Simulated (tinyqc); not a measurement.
Band offset of a heterojunction with an interface dipole (two-band chains, self-consistent charge), step by step. Values are carried at full precision from step to step, so a last printed digit may differ when a step is redone from the rounded ones.

Sites alternate A, C. Left: A at -G1/2, C at +G1/2, hopping -t1; right: A at D - G2/2, C at D + G2/2, hopping -t2; the bonds across the two interfaces of a ring (C left to A right, C right to A left) have -sqrt(t1 t2). D is the offset of the mid-gaps, so Ev(right) - Ev(left) = D - (G2 - G1)/2 and Ec(right) - Ec(left) = D + (G2 - G1)/2. The closing bond has its sign reversed (antiperiodic ring). Half the levels are filled with two electrons each. The charge moved is q = (electrons on the left) less one a site; the mean over the two interfaces, q/2, is taken as the charge that crosses each, and its dipole opposes the offset: D = D0 - u q/2.

Inputs chosen for the exercise (gaps near those of Si and GaP; the chains and D0 are free models, so the offsets are not those of the real pair; the results hold for these values, not for the real material): G1 = 1.16 eV (gap on the left); G2 = 2.31 eV (gap on the right); t1 = 1.64 eV (hopping on the left); t2 = 1.83 eV (hopping on the right); D0 = -0.96 eV (mid-gap of the right side above that of the left, without dipole); n = 3 (cells a side in the small ring); u = 2.3 eV (potential step per electron moved across); mx = 0.5 (mixing).

## The small ring at D = D0

Fill in H.

H (eV), lower triangle:
```
         AL1      CL1      AL2      CL2      AL3      CL3      AR1      CR1      AR2      CR2      AR3     CR3
AL1  -0.5800
CL1  -1.6400   0.5800
AL2        0  -1.6400  -0.5800
CL2        0        0  -1.6400   0.5800
AL3        0        0        0  -1.6400  -0.5800
CL3        0        0        0        0  -1.6400   0.5800
AR1        0        0        0        0        0  -1.7324  -2.1150
CR1        0        0        0        0        0        0  -1.8300   0.1950
AR2        0        0        0        0        0        0        0  -1.8300  -2.1150
CR2        0        0        0        0        0        0        0        0  -1.8300   0.1950
AR3        0        0        0        0        0        0        0        0        0  -1.8300  -2.1150
CR3   1.7324        0        0        0        0        0        0        0        0        0  -1.8300  0.1950
```

## Levels and site charges

Diagonalise, fill the lower half with two electrons each, and sum the electrons on the left (L) less one a site.

levels (eV): -4.5598  -3.9383  -3.0433  -2.9359  -1.8980  -1.2401  0.7290  0.8194  2.0739  2.1793  2.8861  3.1678

electrons on the sites: AL1 1.2746, CL1 0.6196, AL2 1.3055, CL2 0.6215, AL3 1.3123, CL3 0.5629, AR1 1.5277, CR1 0.5473, AR2 1.5087, CR2 0.5502, AR3 1.5092, CR3 0.6605

q = -0.3035 electrons

Electrons move to the right, the side whose mid-gap lies lower.

## Self-consistent offset

From here on the ring has 24 cells a side.

Start at D = D0; D(out) = D0 - u q(D)/2; D(new) = D + mx (D(out) - D); stop when |D(out) - D| < 1e-7 eV.

Iterations:
```
i     D (eV)         q  D(out) (eV)  D(out) - D
0   -0.96000  -0.31733     -0.59507       0.365
1   -0.77753  -0.24971     -0.67284       0.105
2   -0.72519  -0.23124     -0.69407      0.0311
3   -0.70963  -0.22582     -0.70030     0.00933
4   -0.70497  -0.22421     -0.70216     0.00280
5   -0.70357  -0.22372     -0.70272    0.000843
6   -0.70314  -0.22357     -0.70289    0.000254
7   -0.70302  -0.22353     -0.70294    7.63e-05
8   -0.70298  -0.22352     -0.70296    2.29e-05
9   -0.70297  -0.22351     -0.70296    6.90e-06
10  -0.70296  -0.22351     -0.70296    2.08e-06
11  -0.70296  -0.22351     -0.70296    6.25e-07
12  -0.70296  -0.22351     -0.70296    1.88e-07
13  -0.70296  -0.22351     -0.70296    5.65e-08
```

D = -0.7030 eV

Converged at i = 13: the dipole removes 27 % of the starting offset.

## Linear response

chi = (q(+h) - q(-h))/(2h) at D = 0 with h = 0.01 eV; S = 1/(1 + u chi/2); linear estimate D = S D0.

chi = 0.30408 1/eV
S = 0.7409
linear estimate of D = -0.7113 eV

The self-consistent value is -0.7030 eV, +8.3 meV from the estimate. At D = 0 no net charge crosses: the mid-gaps are the neutrality levels of these symmetric chains.

## The line-up

Ev(right) - Ev(left) = D - (G2 - G1)/2 and Ec(right) - Ec(left) = D + (G2 - G1)/2, for D0, for the self-consistent D and for D = 0. Type I: the offsets have opposite signs; type III: one valence edge lies above the other conduction edge; else type II.

Offsets (eV):
```
case                            D  valence  conduction                 type
no dipole                  -0.960   -1.535      -0.385  type II (staggered)
self-consistent            -0.703   -1.278      -0.128  type II (staggered)
neutrality levels aligned   0.000   -0.575       0.575  type I (straddling)
```

The dipole shifts both offsets alike and leaves the type.

## Checks

- q at D = 0 against zero, as particle-hole symmetry demands: both 0.000000.
- q at the self-consistent D on 24 against 48 cells a side: both -0.2235.

Program tinyqc; command `OMP_NUM_THREADS=1 python tinyqc.py 1452141 1452142 out.jsonl`; about 0.3 s on one thread of a shared Intel(R) Xeon(R) Processor @ 2.30GHz.
